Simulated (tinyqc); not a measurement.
Worked calculation: MP2 on RHF in the sto-3g basis, for H3+, spin multiplicity 1. One step of it, computed by the program tinyqc.

Problem. Second-order Moller-Plesset energy. E2 = sum_ijab (ia|jb) [2 (ia|jb) - (ib|ja)] / (e_i + e_j - e_a - e_b) over occupied i, j and virtual a, b; the opposite-spin part is (ia|jb)^2 / denominator, the rest is same-spin, and SCS-MP2 scales them by 6/5 and 1/3.

orbital energies (hartree): [-1.136933, -0.063814, -0.063334]

Two-electron integrals over orbitals (pq|rs), unique and non-zero (hartree):
```
(11|11) 0.588879    (21|11) -0.000066   (21|21) 0.143981    (22|11) 0.572486
(22|21) 0.094921    (22|22) 0.655930    (31|31) 0.143984    (32|31) -0.094896
(32|32) 0.075339    (33|11) 0.572562    (33|21) -0.094955   (33|22) 0.505125
(33|33) 0.655963
```

Hartree-Fock energy = -1.24664904 hartree

Give: Terms; Pair energies; MP2 correlation energy; SCS-MP2 correlation energy; MP2 total energy.

Solution.

Terms:
```
i  j  a  b  (ia|jb)  (ib|ja)  denominator     term
1  1  2  2   0.1440   0.1440      -2.1462  -0.0097
1  1  3  3   0.1440   0.1440      -2.1472  -0.0097
```

Pair energies (hartree; pair i-j sums ij and ji):
```
pair  opposite spin  same spin
1-1         -0.0193     0.0000
```

MP2 correlation energy = -0.019314 hartree

SCS-MP2 correlation energy = -0.023177 hartree

MP2 total energy = -1.265963 hartree
